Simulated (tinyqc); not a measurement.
Small-signal admittance of a forward-biased p+-n diode: one step of the calculation.

Holes injected into a neutral base of width wb with an ohmic contact at its end; low injection, p0 far above the equilibrium density. A small voltage v exp(i w t), w = 2 pi f, modulates the edge density by p0 v/Vt, and the small-signal density obeys Dp d2p/dx2 = (1/tau + i w) p.

Task. The same by finite differences. 8 equal intervals, h = wb/8; u = small-signal density over its edge value, u_0 = 1, u_8 = 0; u_(i-1) + b u_i + u_(i+1) = 0 with b = -2 - h^2 (1/tau + i w)/Dp; Y = (q Dp p0/(Vt h)) (-b/2 - u_1), which includes the half box at the edge.

Parameters, values chosen for the exercise; permittivity close to that of 4H silicon carbide:
- T = 300 K (temperature)
- Dp = 2.3 cm^2/s (hole diffusion coefficient)
- tau = 2e-8 s (hole lifetime)
- wb = 0.3 um (width of the neutral base)
- p0 = 4e13 cm^-3 (excess hole density at the junction edge)
- f = 2.2e8 Hz (signal frequency)

Constants: q = 1.602176634e-19 C, kB = 1.380649e-23 J/K, Vt = kB T/q. Results are converted to the units shown.

Give: b; u; Y on the mesh.

Result.

b = -2.0003-0.0085i

| node | u |
|---|---|
| 1 | 0.87354-0.01839i |
| 2 | 0.74751-0.02940i |
| 3 | 0.62195-0.03410i |
| 4 | 0.49687-0.03356i |
| 5 | 0.37222-0.02883i |
| 6 | 0.24794-0.02096i |
| 7 | 0.12390-0.01100i |

Y on the mesh = 19.251+3.438i S/cm^2

Program tinyqc, `OMP_NUM_THREADS=1 python tinyqc.py 2890152 2890153 out.jsonl`; Intel Xeon 2.30GHz, shared host, one thread, about 0.01 s.
